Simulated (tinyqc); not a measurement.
# MOS capacitor on an n-type substrate, surface potential from the exact charge relation: two studies

Uniform n-type substrate, Boltzmann statistics, full ionisation, classical densities. psi is the surface potential against the body (positive when the bands bend down) and u = -psi/Vt. Traps are spread evenly over the gap and neutral at flat band, so their charge is -q Dit psi; the minority quasi-Fermi level is shifted by Vb.

Inputs (values chosen for the exercise); band and dielectric values those of a made-up semiconductor: temperature T = 350 K; band gap Eg = 1.34 eV; relative permittivity eps_r = 14.9; conduction-band density of states at T Nc = 5.42e17 cm^-3; valence-band density of states at T Nv = 1.24e19 cm^-3; electron affinity chi = 3.53 eV; donor density of the substrate N = 1e16 cm^-3; relative permittivity of the gate insulator (close to aluminium oxide) eox = 9.1; insulator thickness tox = 56 nm; gate work function phiM = 3.71 eV; fixed charge at the interface, in units of q Nf = 0 cm^-2; density of interface traps Dit = 0 cm^-2 eV^-1; reverse bias of the inversion layer against the body Vb = 0 V.

Constants: q = 1.602176634e-19 C, kB = 1.380649e-23 J/K, Vt = kB T/q, eps0 = 8.8541878128e-14 F/cm where lengths are in cm. Results are converted to the units shown.

Each table varies one quantity; the others keep the values above.

## Capacitance-voltage curves

ni = sqrt(Nc Nv) exp(-Eg/(2 Vt)), Eg in volts; phiF = Vt ln(N/ni); Cox = eps0 eox/tox; Vfb = phiM - chi - Vt ln(Nc/N) - q Nf/Cox; Q0 = sqrt(2 eps0 eps_r q N Vt); r = (ni/N)^2 exp(-Vb/Vt); VT = Vfb - [(2 phiF + Vb)(1 + q Dit/Cox) + sqrt(2 eps0 eps_r q N (2 phiF + Vb))/Cox]. u = -psi/Vt; F^2 = exp(-u) + u - 1 + r (exp(u) - u - 1); Qs = +sign(u) Q0 F; Cs = -dQs/dpsi = (Q0/Vt) |1 - exp(-u) + r (exp(u) - 1)|/(2 F). psi solves Vg = Vfb + psi + (q Dit psi - Qs)/Cox. Low frequency: 1/C_LF = 1/Cox + 1/(Cs + q Dit). High frequency, in the simple estimate in which traps and minority carriers do not follow: 1/C_HF = 1/Cox + 1/Cd, Cd being Cs with r = 0 at the same psi. Deep depletion: r = 0 and Dit = 0 both in the equation for psi and in Cs. Minority sheet density N_inv = (Q0/(2 q)) int_0^u r (exp(t) - 1)/F(t) dt for u > 0. N_inv under 1 cm^-2 is printed as 0. Regimes: accumulation when majority carriers gather, then depletion up to |psi| = phiF + Vb, weak inversion up to 2 phiF + Vb, strong inversion beyond.

Result of one run:

| Vg (V) | psi (V) | C_LF/Cox | C_HF/Cox | C_deep/Cox | N_inv (cm^-2) | regime |
|---|---|---|---|---|---|---|
| -0.6 | -0.38891 | 0.27391 | 0.27391 | 0.27391 | 14.537 | depletion |

What becomes of these results when the gate voltage against the body Vg is changed from -0.6 to -0.94 V, all else the same?

Result of the changed run:

| Vg (V) | psi (V) | C_LF/Cox | C_HF/Cox | C_deep/Cox | N_inv (cm^-2) | regime |
|---|---|---|---|---|---|---|
| -0.94 | -0.64519 | 0.22367 | 0.22367 | 0.22367 | 53241 | weak inversion |

The whole series:

| Vg (V) | psi (V) | C_LF/Cox | C_HF/Cox | C_deep/Cox | N_inv (cm^-2) | regime |
|---|---|---|---|---|---|---|
| 0.79 | 0.12569 | 0.91474 | 0.91474 | 0.91474 | 0 | accumulation |
| 0.44 | 0.086951 | 0.85440 | 0.85440 | 0.85440 | 0 | accumulation |
| 0.09 | 0.010309 | 0.67412 | 0.67412 | 0.67412 | 0 | accumulation |
| -0.25 | -0.15183 | 0.39137 | 0.39137 | 0.39137 | 0 | depletion |
| -0.6 | -0.38891 | 0.27391 | 0.27391 | 0.27391 | 14.537 | depletion |
| -0.94 | -0.64519 | 0.22367 | 0.22367 | 0.22367 | 53241 | weak inversion |
| -1.29 | -0.92229 | 0.20285 | 0.19304 | 0.19301 | 4.2812e8 | weak inversion |
| -1.64 | -1.0994 | 0.80352 | 0.17933 | 0.17226 | 1.2103e11 | strong inversion |
| -1.98 | -1.1418 | 0.91530 | 0.17648 | 0.15741 | 3.8284e11 | strong inversion |
| -2.33 | -1.1654 | 0.94517 | 0.17496 | 0.14553 | 6.7387e11 | strong inversion |

C_LF/Cox is lowest, 0.203, at Vg = -1.29 V (weak inversion) among the rows listed and is 0.945 in the last row, where C_HF/Cox is 0.175 and the deep-depletion value 0.146. Vfb = 0.0596 V, where C_HF/Cox = 0.648 (Cox in series with eps0 eps_r/LD), and VT = -1.40 V. Over the last two rows psi moves by only 0.067 V a volt of gate bias, since the inversion charge screens the body. In strong accumulation and inversion degeneracy and confinement, left out here, lower the capacitance.

## Effect of the relative permittivity of the gate insulator on threshold and swing

ni = sqrt(Nc Nv) exp(-Eg/(2 Vt)), Eg in volts; phiF = Vt ln(N/ni); Cox = eps0 eox/tox; Vfb = phiM - chi - Vt ln(Nc/N) - q Nf/Cox; VT = Vfb - [(2 phiF + Vb)(1 + q Dit/Cox) + sqrt(2 eps0 eps_r q N (2 phiF + Vb))/Cox]. gamma = sqrt(2 eps0 eps_r q N)/Cox; Wm = sqrt(2 eps0 eps_r (2 phiF + Vb)/(q N)); m = 1 + (eps0 eps_r/Wm + q Dit)/Cox; swing m Vt ln 10; Cmin/Cox = 1/(1 + Cox Wm/(eps0 eps_r)).

The same in every row: Vfb (V) = 0.05958; 2 phiF (V) = 1.005; Wm (nm) = 406.8.

Effect of the relative permittivity of the gate insulator on threshold and swing:

| eox | gamma (V^0.5) | VT (V) | m | swing (mV/decade) | Cmin/Cox |
|---|---|---|---|---|---|
| 3.9 | 1.054 | -2.002 | 1.526 | 106.0 | 0.3447 |
| 5 | 0.8224 | -1.770 | 1.410 | 97.94 | 0.2909 |
| 7.5 | 0.5483 | -1.495 | 1.273 | 88.44 | 0.2148 |
| 9 | 0.4569 | -1.403 | 1.228 | 85.28 | 0.1856 |
| 15 | 0.2741 | -1.220 | 1.137 | 78.94 | 0.1203 |
| 22 | 0.1869 | -1.133 | 1.093 | 75.92 | 0.08529 |
| 30 | 0.1371 | -1.083 | 1.068 | 74.20 | 0.06400 |

What does the comparison show?

As eox goes from 3.9 to 30, VT rises from -2.00 to -1.08 V, the swing falls from 106 to 74.2 mV/decade and Cmin/Cox falls from 0.345 to 0.0640. Vfb does not move. m - 1 goes as eox^(-1.00), that is as 1/Cox.

Numbers from tinyqc (`OMP_NUM_THREADS=1 python tinyqc.py 2060075 2060076 out.jsonl`; about 0.01 s on one thread of a shared Intel Xeon 2.30GHz).
